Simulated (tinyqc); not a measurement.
## Index and thickness from Psi and Delta

Inverse problem. Air (index 1), film, substrate with N2 = n2 - i k2; time factor exp(+i w t). q_j = sqrt(N_j^2 - sin^2 th), root with positive real part. Fresnel coefficients r_s = (q_a - q_b)/(q_a + q_b), r_p = (N_b^2 q_a - N_a^2 q_b)/(N_b^2 q_a + N_a^2 q_b). tan(Psi) exp(i Delta) = R_p/R_s, Delta taken from 0 to 360 degrees. beta = 2 pi d q1/lam, X = exp(-2 i beta), R = (r01 + r12 X)/(1 + r01 r12 X) for p and s. The film is transparent, with 1.15 < n1 < 2.9 and d under half a period. Find n1, d and the period.

Inputs (values chosen for the exercise):
- lam = 632.8 nm (wavelength)
- th = 65 degrees (angle of incidence)
- n2 = 3.882 (index of the substrate)
- k2 = 0.019 (extinction coefficient of the substrate)

Psi = 27.939121 degrees
Delta = 106.60002 degrees

Solution. Two measured angles fix two unknowns; a search from many starts finds one solution in the range given. Thicker films with d plus a multiple of the period give the same angles.

n1 = 1.471
d = 64.00 nm
period = 273.1 nm

Computed by the program tinyqc: `OMP_NUM_THREADS=1 python tinyqc.py 2870118 2870119 out.jsonl`, one thread of a shared Intel Xeon 2.30GHz, about 0.4 s for the whole run.
